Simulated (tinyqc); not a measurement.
# Resistance of a tapered via with liner, size effect and interface: what changes with what

A round via whose diameter grows from db at the bottom as D(z) = db + 2 z/tan(ang). The fill, of diameter D - 2 tl, starts above the bottom liner (thickness fb tl) and has rho = rho0 (1 + ks lam/(D - 2 tl)); the sidewall liner conducts in parallel with it. The bottom liner and the interface are crossed over the full area pi db^2/4. Spreading in the lines above and below is left out.

Inputs (values chosen for the exercise); fill metal close to ruthenium: diameter at the bottom db = 22 nm; height hv = 47 nm; sidewall angle ang = 88 degrees; bulk resistivity of the fill rho0 = 7.79 uohm cm; mean free path of the fill lam = 6.46 nm; size-effect factor ks = 0.9; liner on the sidewall tl = 0.5 nm; liner at the bottom over that on the sidewall fb = 0.7; resistivity of the liner rl = 190 uohm cm; interface resistivity at the bottom ri = 4.4e-12 ohm cm^2; ballistic conductance per area, about 3/(4 rho0 lam) Sb = 1.5e15 S/m^2; bulk resistivity of the second fill (close to molybdenum) rho2 = 5.15 uohm cm; its mean free path lam2 = 11.2 nm; its liner tl2 = 0.2 nm.

Each table varies one quantity; the others keep the values above.

## Via resistance against the diameter at the bottom

Slices between z0 = fb tl and hv, evaluated at their midpoints: conductance per length pi/4 [(D - 2 tl)^2/rho + (D^2 - (D - 2 tl)^2)/rl], slice resistance = slice height over that. 2000 slices. R_fill = sum of the slices; R_bottom = rl fb tl/(pi db^2/4); R_interface = ri/(pi db^2/4); ballistic (Sharvin) limit 1/(Sb pi (db - 2 tl)^2/4); ideal cylinder rho0 hv/(pi db^2/4).

Via resistance against the diameter at the bottom:

| db (nm) | R_fill (ohm) | R_bottom (ohm) | R_interface (ohm) | R (ohm) | ballistic limit (ohm) | R over ideal cylinder | largest part |
|---|---|---|---|---|---|---|---|
| 6 | 208.7 | 23.52 | 15.56 | 247.8 | 33.95 | 1.913 | fill |
| 8.3 | 98.12 | 12.29 | 8.132 | 118.5 | 15.93 | 1.752 | fill |
| 11 | 51.84 | 6.998 | 4.630 | 63.47 | 8.488 | 1.647 | fill |
| 16 | 22.63 | 3.307 | 2.188 | 28.12 | 3.773 | 1.544 | fill |
| 22 | 11.35 | 1.749 | 1.157 | 14.26 | 1.925 | 1.480 | fill |
| 30 | 5.858 | 0.9408 | 0.6225 | 7.422 | 1.009 | 1.433 | fill |
| 42 | 2.888 | 0.4800 | 0.3176 | 3.686 | 0.5050 | 1.395 | fill |
| 58 | 1.477 | 0.2517 | 0.1665 | 1.895 | 0.2613 | 1.368 | fill |
| 80 | 0.7621 | 0.1323 | 0.08754 | 0.9819 | 0.1360 | 1.348 | fill |

Read the table: what changes, and by how much?

R falls from 248 to 0.982 ohm. The fill is the largest part at db = 6 and in all other rows. R goes as db^(-2.27) between the first two rows and db^(-2.05) between the last two; area alone gives -2.

## Via resistance against the interface resistivity at the bottom

Same model as above.

2000 slices.

The same in every row: R_fill (ohm) = 11.348; R_bottom (ohm) = 1.7494; ballistic limit (ohm) = 1.9248.

Via resistance against the interface resistivity at the bottom:

| ri (ohm cm^2) | R_interface (ohm) | R (ohm) | R over ideal cylinder | largest part |
|---|---|---|---|---|
| 2e-13 | 0.052613 | 13.150 | 1.3653 | fill |
| 5e-13 | 0.13153 | 13.229 | 1.3735 | fill |
| 1e-12 | 0.26307 | 13.361 | 1.3872 | fill |
| 2e-12 | 0.52613 | 13.624 | 1.4145 | fill |
| 6e-12 | 1.5784 | 14.676 | 1.5237 | fill |
| 1e-11 | 2.6307 | 15.728 | 1.6330 | fill |
| 3e-11 | 7.8920 | 20.990 | 2.1792 | fill |

R rises from 13.2 to 21.0 ohm. The fill is the largest part at ri = 2e-13 and in all other rows. The share of the two bottom terms goes from 13.7 to 45.9 %.

## Two fill metals against the diameter

2000 slices. R_fill = sum of the slices; R_bottom = rl fb tl/(pi db^2/4); R_interface = ri/(pi db^2/4). The second fill has rho2, lam2 and tl2 in place of rho0, lam and tl.

Two fill metals against the diameter:

| db (nm) | R, first fill (ohm) | R, second fill (ohm) | ratio second/first |
|---|---|---|---|
| 6 | 247.77 | 175.79 | 0.70946 |
| 8.5 | 112.39 | 80.820 | 0.71909 |
| 12 | 52.455 | 37.674 | 0.71822 |
| 17 | 24.689 | 17.569 | 0.71161 |
| 24 | 11.860 | 8.3347 | 0.70275 |
| 35 | 5.3806 | 3.7282 | 0.69289 |
| 49 | 2.6810 | 1.8367 | 0.68506 |
| 70 | 1.2896 | 0.87460 | 0.67819 |
| 100 | 0.62350 | 0.41950 | 0.67282 |

The ratio goes from 0.709 to 0.673. The second fill gives the lower R in every row.

Computed by the program tinyqc: `OMP_NUM_THREADS=1 python tinyqc.py 2750122 2750123 out.jsonl`, one thread of a shared Intel Xeon 2.30GHz, about 0.01 s for the whole run.
